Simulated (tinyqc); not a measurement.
# Worked calculation: single-junction solar cell, detailed-balance limit

Program tinyqc, `OMP_NUM_THREADS=1 python tinyqc.py 2820125 2820126 out.jsonl`; Intel Xeon 2.30GHz, shared host, one thread, about 0.01 s. Printed values are rounded.

Every photon above the gap Eg makes one pair and none below is absorbed; carriers thermalise at T and move without loss. Jsc = q fs X Phi(Eg, Ts); the dark current is J0 = q ge Phi(Eg, T)/ERE with the Boltzmann factor exp(V/Vt). The efficiency is the electrical power over fs X sigma Ts^4.

Values chosen for this exercise: cell temperature T = 300 K; temperature of the black-body sun Ts = 5760 K; share of the hemisphere filled by the sun fs = 2.16e-5; concentration X = 1; external radiative efficiency ERE = 0.0001; number of faces that emit ge = 1; band gap Eg = 1.13 eV.

Constants: q = 1.602176634e-19 C, kB = 1.380649e-23 J/K, h = 6.62607015e-34 J s, c = 299792458 m/s, Vt = kB T/q. Results are converted to the units shown.

## Photon flux of the source, term by term

Photon flux above E from a black body at temperature T into a hemisphere: Phi(E, T) = A sum_k exp(-k E/th)[E^2 th/k + 2 E th^2/k^2 + 2 th^3/k^3], k = 1, 2, ..., with th = kB T/q in eV and A = 2 pi q^3/(h^3 c^2). The first six terms at E = Eg, T = Ts are listed; the flux takes all.

th = 0.4963584 eV
A = 9.883290e22 cm^-2 s^-1 eV^-3
terms k = 1..6 (eV^3): [0.1472987, 0.005126530, 3.050878e-4, 2.186744e-5, 1.719538e-6, 1.428720e-7]
Phi(Eg, Ts) = 1.509713e22 cm^-2 s^-1

The first term, the Boltzmann limit, holds 96.4 % of the flux.

## Photocurrent, dark current and incident power

Photon flux above E from a black body at temperature T into a hemisphere: Phi(E, T) = A sum_k exp(-k E/th)[E^2 th/k + 2 E th^2/k^2 + 2 th^3/k^3], k = 1, 2, ..., with th = kB T/q in eV and A = 2 pi q^3/(h^3 c^2). Jsc = q fs X Phi(Eg, Ts), J0 = q ge Phi(Eg, T)/ERE. Pin = fs X sigma Ts^4, sigma = 2 pi^5 kB^4/(15 h^3 c^2).

Jsc = 52.24667 mA/cm^2
J0 = 5.688048e-10 mA/cm^2
Pin = 134.8203 mW/cm^2

## Iteration 1: maximum power point by Newton steps

v at the start = 25.24

With v = V/Vt the power is largest where f = (1 + v) exp(v) - 1 - Jsc/J0 vanishes; f' = (2 + v) exp(v), v(new) = v - f/f'.

f = 2.310056e12
f' = 2.493445e12
v after iteration 1 = 24.31355

## Iteration 2: maximum power point by Newton steps

As before.

f = 8.256191e11
f' = 9.537168e11
v after iteration 2 = 23.44786

## Course of the iteration: maximum power point by Newton steps

Stop when v changes by less than 1e-10, or after 40 iterations.

Course of the iteration:
```
iteration         v  |change|
1          24.31355     0.926
2          23.44786     0.866
3          22.72384     0.724
4          22.26679     0.457
5          22.11661     0.150
6          22.10357    0.0130
7          22.10348   8.94e-5
8          22.10348   4.16e-9
9          22.10348         0
```

Converged in 9 iterations. At the end the number of correct digits about doubles with each step.

## Voltages, fill factor and efficiency

v = 22.10348

Voc = Vt ln(1 + Jsc/J0), Vmp = v Vt, Jmp = Jsc - J0 (exp(v) - 1), FF = Vmp Jmp/(Voc Jsc), efficiency Vmp Jmp/Pin.

Voc = 0.6525939 V
Eg/q - Voc = 0.4774061 V
Vmp = 0.5714191 V
Jmp = 49.98525 mA/cm^2
FF = 0.8377124
efficiency = 21.18562 %

Of the voltage deficit, Vt ln(1/ERE) = 238 mV is due to non-radiative recombination.
